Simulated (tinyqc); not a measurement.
# Transfer length from front and end resistance

Problem. A contact of length d and width W has Rc = (Rsh Lt/W) coth(d/Lt) and Re = (Rsh Lt/W)/sinh(d/Lt), with Rsh the sheet resistance under the metal and Lt = sqrt(rc/Rsh). Find Lt, Rsh and rc.

Parameters, values chosen for the exercise: contact length d = 0.024 um; contact width W = 2.3 um.

Rc = 5.3761325 ohm
Re = 3.8520811 ohm

Answer. Rc/Re = cosh(d/Lt) gives Lt, and Re then gives Rsh.

Lt = 0.02782 um
Rsh = 310.0 ohm/sq
rc = 2.400e-9 ohm cm^2

Computed by the program tinyqc: `OMP_NUM_THREADS=1 python tinyqc.py 2760125 2760126 out.jsonl`, one thread of a shared Intel Xeon 2.30GHz, about 0.01 s for the whole run.
